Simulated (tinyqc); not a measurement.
Non-radiative capture by multiphonon emission, one effective mode: one step, computed by the program tinyqc.

The initial state (free carrier plus empty centre) lies dE above the final state; both have the same frequency and are displaced by dQ.

Question. Geometry of the two curves. dQ = sqrt(2 S (hbar^2/u)/hbar omega); relaxation energy lambda = S hbar omega; phonons needed P = dE/hbar omega; classical barrier E_b = (dE - lambda)^2/(4 lambda); occupation n = 1/(exp(hbar omega/k_B T) - 1).

Inputs (values chosen for the exercise, with mass, screening and phonons like those of CdTe):
```
quantity,value,unit
energy released dE,0.123,eV
phonon energy hbar omega,20.3,meV
Huang-Rhys factor S,3.72,-
temperature T,77,K
```

Centre: attractive.

Constants: hbar^2/u = 4.18015928e-03 eV angstrom^2; k_B = 8.617333262e-05 eV/K.

Give: dQ; lambda; P; classical barrier E_b; occupation n.

Answer.

dQ = 1.238 u^(1/2) angstrom

lambda = 0.075516 eV

P = 6.059

classical barrier E_b = 0.007464 eV

occupation n = 0.04923

dE exceeds lambda: the inverted case usual for deep centres, in which the curves cross on the far side of the initial minimum.
